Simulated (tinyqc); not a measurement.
Worked calculation: Hubbard ring of 3 sites. One step of it, computed by the program tinyqc.

Problem. The many-body Hamiltonian. Basis: all placements (u, d, 2, 0 on each site), up operators ordered before down ones; hops carry the sign of the same-spin electrons passed.

one-body matrix (hopping and site energies) (eV), lower triangle:
```
           1          2         3
1   0.000000
2  -1.480000   0.000000
3  -1.480000  -1.480000  0.000000
```

U = 1.600000 eV

electrons, up and down: 2  1

Give: H.

Solution.

H (eV), lower triangle:
```
        2u0     u20     uud     20u     udu     u02     duu     02u
2u0   1.600
u20  -1.480   1.600
uud  -1.480  -1.480   0.000
20u  -1.480   0.000   0.000   1.600
udu   0.000  -1.480   0.000  -1.480   0.000
u02   0.000   0.000  -1.480  -1.480  -1.480   1.600
duu   1.480   0.000   0.000  -1.480   0.000   0.000   0.000
02u   0.000   1.480   0.000   0.000  -1.480   0.000  -1.480   1.600
0u2   0.000   0.000   1.480   0.000   0.000  -1.480  -1.480  -1.480

       0u2
0u2  1.600
```
